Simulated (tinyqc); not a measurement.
From results back to parameters: carbon nanotube by zone folding. Four cases, with inputs chosen for the exercise.

Problem. d = sqrt3 acc sqrt(n^2 + nm + m^2)/pi and tan(theta) = sqrt3 m/(2n + m). Diameter and chiral angle below belong to a hidden tube.

Case 1.

Values chosen (out of a larger set: near those used for carbon; not measured data): acc = 1.42 angstrom (bond length).

d = 11.743 angstrom
theta = 0.00 degrees

Case 2.

Values chosen (out of a larger set: near those used for carbon; not measured data): acc = 1.42 angstrom (bond length).

d = 16.272 angstrom
theta = 30.00 degrees

Case 3.

Values chosen (out of a larger set: near those used for carbon; not measured data): acc = 1.44 angstrom (bond length).

d = 15.084 angstrom
theta = 0.00 degrees

Case 4.

Values chosen (out of a larger set: near those used for carbon; not measured data): acc = 1.42 angstrom (bond length).

d = 13.309 angstrom
theta = 0.00 degrees

Find: n, m; type in zone folding.

Solution. With L = pi d/a, a = sqrt3 acc, the components of C are n + m/2 = L cos(theta) and sqrt3 m/2 = L sin(theta). The tube is metallic where n - m is a multiple of three.

Case 1.

n, m: 15  0

type in zone folding: metallic

Case 2.

n, m: 12  12

type in zone folding: metallic

Case 3.

n, m: 19  0

type in zone folding: semiconducting

Case 4.

n, m: 17  0

type in zone folding: semiconducting

Computed by tinyqc, one run a case: `OMP_NUM_THREADS=1 python tinyqc.py N N+1 out.jsonl` with N = 1480622, 1480710, 1480812, 1480826; one thread of a shared Intel(R) Xeon(R) Processor @ 2.30GHz, about 0.04 s a run at most.
